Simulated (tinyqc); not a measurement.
# Length offset and series resistance from crossing lines

Question. R_total = Rs + k (L - dL)/Vo with constant Rs, dL and k. Find k, dL and Rs.

R_total at (L, Vo) = (45, 0.39), (135, 0.39), (45, 0.82) and (135, 0.82), L in nm and Vo in V (ohm um): [530.53846, 1522.8462, 341.47561, 813.42683]

Answer. At each overdrive R is a straight line in L with slope k/Vo; the two lines cross at L = dL, R = Rs.

k = 4.300 ohm um V/nm
dL = 12.30 nm
Rs = 170.0 ohm um

Numbers from tinyqc (`OMP_NUM_THREADS=1 python tinyqc.py 2282138 2282139 out.jsonl`; about 0.04 s on one thread of a shared Intel Xeon 2.30GHz).
